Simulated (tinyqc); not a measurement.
Band-to-band tunnelling and avalanche in a reverse-biased abrupt junction. Changing the reverse bias V_R. Computed by tinyqc, a small Python program. Command: `OMP_NUM_THREADS=1 python tinyqc.py 3016259 3016260 out.jsonl zener sweep`. One thread of a shared host (Intel(R) Xeon(R) Processor @ 2.30GHz), about 0.02 s of CPU time with the checks.

Direct Kane tunnelling in the local field (for indirect gaps the mass is an effective fit) and one ionisation coefficient for both carriers. N is the doping of the light side, or N_A N_D/(N_A + N_D) for the symmetric junction; the built-in voltage is taken as E_g/e.

Inputs (values chosen for the exercise, modelled on silicon): band gap at 300 K, E_g = 1.14 eV; gap narrowing with temperature, -dE_g/dT = 0.26 meV/K; reduced tunnelling mass m_r = 0.23 m_0; permittivity eps = 11.7; ionisation prefactor a = 1.2e+06 1/cm; ionisation field at 300 K, b = 1.59e+06 V/cm; relative rise of b with temperature = 6.6 1e-4/K; effective doping N = 2.7e+17 1/cm^3; temperature T = 200 K.

Junction: symmetric.

Constants: eps_0 = 8.8541878128e-12 F/m; e = 1.602176634e-19 C; m_0 = 9.1093837015e-31 kg; hbar = 1.054571817e-34 J s.

Method:
- E_g(T) = E_g - (T - 300 K)(-dE_g/dT); b(T) = b [1 + (rise)(T - 300 K)]; w = sqrt(2 eps eps_0 (V_R + E_g/e)/(e N)); F_m = 2 (V_R + E_g/e)/w; the field falls linearly from F_m to 0 on both sides.
- Kane: G(F) = A F^2 exp(-B/F), A = e^2 sqrt(m_r)/(18 pi hbar^2 sqrt(E_g)), B = pi sqrt(m_r) E_g^(3/2)/(2 e hbar), SI units; J = e int G dx x V_R/(V_R + E_g/e), the last factor making J vanish at zero bias; int G dx = (w/F_m) int_0^F_m G dF by 64 Gauss-Legendre points.
- Avalanche: I = (w/F_m) int_0^F_m a exp(-b/F) dF by 64 Gauss-Legendre points, M = 1/(1 - I), breakdown at I = 1.

One run for each value:
```
reverse bias V_R (V)  tunnel current density (A/cm^2)  peak field F_m (MV/cm)  B/F_m  ionisation integral I
0.21                                        8.951e-40                  0.3390  101.4                 0.0199
0.30                                        3.209e-38                  0.3499   98.2                 0.0241
0.42                                        2.143e-36                  0.3639   94.4                 0.0304
0.60                                        4.758e-34                  0.3840   89.5                 0.0413
0.85                                        2.365e-31                  0.4103   83.7                 0.0593
1.20                                        2.449e-28                  0.4445   77.3                 0.0898
1.70                                        4.898e-25                  0.4892   70.2                 0.1433
2.40                                        1.228e-21                  0.5457   63.0                 0.2354
3.40                                        3.338e-18                  0.6175   55.6                 0.3961
```

What does the table show, and why?

Over the rows, tunnel current density (A/cm^2) rises from 8.95e-40 to 3.34e-18 (exponent d ln y / d ln x 10 between the first rows and 23 between the last); peak field F_m (MV/cm) rises from 0.339 to 0.618 (exponent d ln y / d ln x 0.089 between the first rows and 0.35 between the last); B/F_m falls from 101 to 55.6 (exponent d ln y / d ln x -0.089 between the first rows and -0.35 between the last). Between the last rows ln(J) against 1/F_m has the slope -37.1 MV/cm, to be set beside -B = -34.4; the prefactors make up the rest.

Caution (rows 0.210, 0.300, 0.420, 0.600, 0.850): V_R is below E_g/e, so the field drops by more than a quarter along the tunnelling path and the local Kane formula overestimates the current.

Extremes, crossings and ranges named in words are read from the listed rows.
